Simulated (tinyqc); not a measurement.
## Gap and screening length from two transmissions

Problem. At the source junction of a tunnel FET, T(w) = exp(-S), S = 2 pi lam sqrt(m/(C Eg)) [w + Eg/2 - sqrt(w (w + Eg))], C = hbar^2/(2 m0). Find Eg (between 0.1 and 3 eV) and lam.

Parameters, values chosen for the exercise: band-edge mass of the two-band model m = 0.075 m0.

Constants: q = 1.602176634e-19 C, hbar = 1.054571817e-34 J s, m0 = 9.1093837015e-31 kg, hbar^2/(2 m0) = 0.0380998212 eV nm^2. Results are converted to the units shown.

T(w) at w = 0.03 and 0.31 eV: 4.6955030e-9  3.1668810e-5

Answer. The ratio of the two exponents depends on Eg alone and falls steadily with it, which fixes Eg; either exponent then gives lam.

ratio of the two S = 1.85
Eg = 1.41 eV
lam = 4.90 nm

tinyqc, about 0.01 s, one thread, Intel Xeon 2.30GHz (shared host): `OMP_NUM_THREADS=1 python tinyqc.py 2620029 2620030 out.jsonl`
